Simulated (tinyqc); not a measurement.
# Voltage drop against the factor on the load at the hot node

A grid of 17 by 17 nodes with segments Rx (rows) and Ry (columns); every node draws I1 and the central node kh I1; pads with resistance Rp sit at the nodes whose row and column are multiples of the pitch, counting from 0. The drops u = Vdd - V follow from G u = i, with G the conductance matrix and i the load currents, solved directly. Here the pitch is 4.

Values chosen for this exercise: supply voltage Vdd = 0.8 V; resistance of a horizontal segment Rx = 0.36 ohm; resistance of a vertical segment Ry = 0.91 ohm; resistance from a pad node to the supply Rp = 0.51 ohm; load current of a node in the large grid I1 = 0.11 mA.

Results:
```
kh   pads  worst drop (mV)  mean drop (mV)  largest drop at a pad (mV)  largest pad current (mA)  worst drop over Vdd (%)
1      25            1.093          0.9198                      0.7924                     1.554                   0.1366
2      25            1.100          0.9226                      0.8142                     1.596                   0.1374
5      25            1.119          0.9308                      0.8797                     1.725                   0.1399
10     25            1.152          0.9445                      0.9888                     1.939                   0.1440
20     25            1.248          0.9719                       1.207                     2.367                   0.1559
100    25            2.953           1.191                       2.953                     5.790                   0.3691
```

Estimate the missing row, kh = 50.

Computed row:
```
kh  pads  worst drop (mV)  mean drop (mV)  largest drop at a pad (mV)  largest pad current (mA)  worst drop over Vdd (%)
50    25            1.862           1.054                       1.862                     3.650                   0.2327
```

With this row back in the table: The worst drop rises from 1.09 to 2.95 mV and the mean drop rises from 0.920 to 1.19 mV. The central node is itself a pad. The drops are linear in the loads, so the mean grows by 0.00274 mV for each unit of kh in every row.

Computed by the program tinyqc: `OMP_NUM_THREADS=1 python tinyqc.py 2770183 2770184 out.jsonl`, one thread of a shared Intel Xeon 2.30GHz, about 0.1 s for the whole run.
